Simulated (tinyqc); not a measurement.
## Gain of the pnp from the holding current

Problem. On state with both base-emitter voltages at Von: npn base current Ib = (Von/Rs + bp Von/Rw)/(bn bp - 1), holding current Ih = (bn + 1) Ib + Von/Rs. Find bp.

Parameters, values chosen for the exercise:
```
symbol,value,unit,meaning
bn,11.3,,current gain of the npn
Rs,130,ohm,substrate resistance shunting the npn
Rw,3800,ohm,well resistance shunting the pnp
Von,0.62,V,base-emitter voltage in the on state
```

Ih = 6.5192255 mA

Solution. Ih gives Ib, and Ib (bn bp - 1) = Von/Rs + bp Von/Rw is linear in bp.

bp = 3.400

Program tinyqc, `OMP_NUM_THREADS=1 python tinyqc.py 2670149 2670150 out.jsonl`; Intel Xeon 2.30GHz, shared host, one thread, about 0.06 s.
